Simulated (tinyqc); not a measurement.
Inside a calculation. Model: mobility of a non-polar semiconductor in the relaxation-time approximation. Computed by tinyqc, a small Python program that keeps every step. Command: `OMP_NUM_THREADS=1 python tinyqc.py 3028124 3028125 out.jsonl rta walk`. One thread of a shared host (Intel(R) Xeon(R) Processor @ 2.30GHz), about 0.01 s of CPU time with the checks. Intermediate numbers are printed to about 5 digits and carried at full precision; extremes and crossings named in words are read from the listed rows.

Each valley is treated as a sphere of mass m_d for states and rates, with one isotropic relaxation time; the conductivity mass m_c sets the current.

Inputs (values chosen for the exercise, for a model non-polar semiconductor): longitudinal mass m_l = 0.25 m_0; transverse mass m_t = 0.089 m_0; equivalent valleys Z = 4; non-parabolicity alpha = 0.78 1/eV; static permittivity eps_s = 14.2; density rho = 2410 kg/m^3; sound velocity v_l = 7820 m/s; acoustic deformation potential D_A = 6.3 eV; phonon energy hbar w = 49 meV; optical or intervalley deformation potential D_o = 3.9 1e8 eV/cm; final valleys Z_f = 3; carrier density n = 5e+15 1/cm^3; compensation ratio C = 0.46; temperature T = 300 K.

Band: Kane. Impurity formula: Brooks-Herring. Further scattering: none.

Constants: k_B = 8.617333262e-05 eV/K; m_0 = 9.1093837015e-31 kg; e = 1.602176634e-19 C; hbar = 1.054571817e-34 J s; eps_0 = 8.8541878128e-12 F/m; k_B = 1.380649e-23 J/K; hbar = 6.582119569e-16 eV s.

## Masses

m_d = (m_l m_t^2)^(1/3); 1/m_c = (1/m_l + 2/m_t)/3; Hall mass factor A = 3 K_m (K_m + 2)/(2 K_m + 1)^2, K_m = m_l/m_t; N_I = n (1 + C)/(1 - C).

density-of-states mass m_d = 0.12558 m_0

conductivity mass m_c = 0.11333 m_0

Hall mass factor A = 0.92528

ionised impurity density N_I = 1.3519e+16 1/cm^3

## Fermi level and screening

Kane band: hbar^2 k^2/(2 m) = E (1 + alpha E), speed v = hbar k/(m (1 + 2 alpha E)), states per spin, volume and energy g(E) = m k (1 + 2 alpha E)/(2 pi^2 hbar^2); overlap factors are set to 1. Here m = m_d. Masses are multiplied by m_0 and all formulas are in SI units. The reduced Fermi level eta = E_F/(k_B T) solves n = 2 Z int g f dE with f = 1/(1 + exp(x - eta)) (Z = 1 unless valleys are given); screening length L_s = sqrt(eps_s eps_0 k_B T/(e^2 dn/deta)), dn/deta = 2 Z int g f (1 - f) dE. Integrals over x = E/(k_B T) use 160 Gauss-Legendre points in u = sqrt(x) from 0 to sqrt(max(eta, 0) + 32).

reduced Fermi level eta = -6.8687

screening length L_s = 63.709 nm

The gas is non-degenerate (eta < -2), and L_s is close to the Debye length.

## Rates at a few energies

Phonon occupation N_q = 1/(exp(hbar w/(k_B T)) - 1). Acoustic deformation potential (elastic, equipartition, absorption and emission together): 1/tau = 2 pi k_B T D_A^2 g(E)/(hbar rho v_l^2). Optical or intervalley deformation potential: 1/tau = (pi Z_f D_o^2/(rho w)) [N_q g(E + hbar w) + (N_q + 1) g(E - hbar w)], with g = 0 below the band edge. Each optical term is multiplied by (1 - f(E'))/(1 - f(E)), E' the final energy, for Pauli blocking. Singly charged impurities, momentum relaxation: 1/tau = N_I e^4 m (1 + 2 alpha E) Phi/(8 pi (eps_s eps_0)^2 hbar^3 k^3), with alpha = 0 for a parabolic band. Brooks-Herring: Phi = ln(1 + b) - b/(1 + b), b = 4 k^2 L_s^2.

Rates (1e12/s) at E = (max(eta, 0) + 0.5, 1, 2, 4) k_B T:
```
E (meV)  acoustic  optical  ionised impurity
12.93     0.18813  0.09592            1.3875
25.85     0.27267  0.10788            0.5551
51.70     0.40450  0.25013            0.2205
103.41    0.62655  0.76528            0.0874
```

## Mobility for each process alone

mu = (m_d/m_c) (2 Z e/(3 n k_B T)) int g v^2 tau f (1 - f) dE. Averages over x are split at the emission threshold x_0 = hbar w/(k_B T): 64 Gauss-Legendre points in sqrt(x) below it and 128 in sqrt(x - x_0) above it, up to x = max(eta, 0) + 32.

acoustic mobility = 37397 cm^2/(V s)

optical mobility = 70294 cm^2/(V s)

ionised impurity mobility = 92504 cm^2/(V s)

## All processes together

Rates are added at each energy before the average. With <y> = int g v^2 y f (1 - f) dE: Hall factor r_H = A (3 n k_B T/(2 Z m_d)) <tau^2/(1 + 2 alpha E)>/<tau>^2 (alpha = 0 for a parabolic band); Hall mobility r_H mu; |S| = (k_B/e) (<x tau>/<tau> - eta); resistivity 1/(n e mu).

drift mobility mu = 13003 cm^2/(V s)

Hall factor r_H = 1.0227

Hall mobility = 13298 cm^2/(V s)

Seebeck coefficient |S| = 783.45 microvolt/K

resistivity = 0.096000 ohm cm

Taking r_H = 1 in a Hall measurement would give a density 0.978 times the true one.

## Matthiessen's rule against the full average

Matthiessen's rule adds 1/mu of the separate processes.

Separate mobilities:
```
process           mu (cm^2/(V s))  share of the sum of 1/mu (%)
acoustic                    37397                        51.646
optical                     70294                        27.476
ionised impurity            92504                        20.879
```

mobility by Matthiessen's rule = 19314 cm^2/(V s)

excess of Matthiessen's rule over the full mu = 48.532 %

The rule gives 19310 against the full 13000, 48.5 % too high; it can only overestimate, since each separate average is carried by the energies where that process is weak. The error is large because acoustic and optical scattering both carry weight and depend on energy in different ways.

Checks made by the program: the sum rule (2 Z/(3 k_B T)) int g v^2 (1 + 2 alpha E) f (1 - f) dE = n/m_d (relative difference below 1e-10).
